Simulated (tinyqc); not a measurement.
Inside a calculation. Method: tight binding, kagome lattice. One step of it, computed by the program tinyqc.

Problem. Levels at K. Diagonalise the Hermitian matrix.

H(k) at K (eV), order A, B, C:
```
[[0.000000, -0.525000+0.355070i, -0.525000-0.355070i],
 [-0.525000-0.355070i, 0.000000, -0.525000+0.355070i],
 [-0.525000+0.355070i, -0.525000-0.355070i, 0.000000]]
```

Give: eigenvalues; weights |c|^2 of the basis functions.

Solution.

eigenvalues (eV): [-1.050, -0.090, 1.140]

weights |c|^2 of the basis functions, order A, B, C:
```
[[0.333, 0.333, 0.333],
 [0.333, 0.333, 0.333],
 [0.333, 0.333, 0.333]]
```
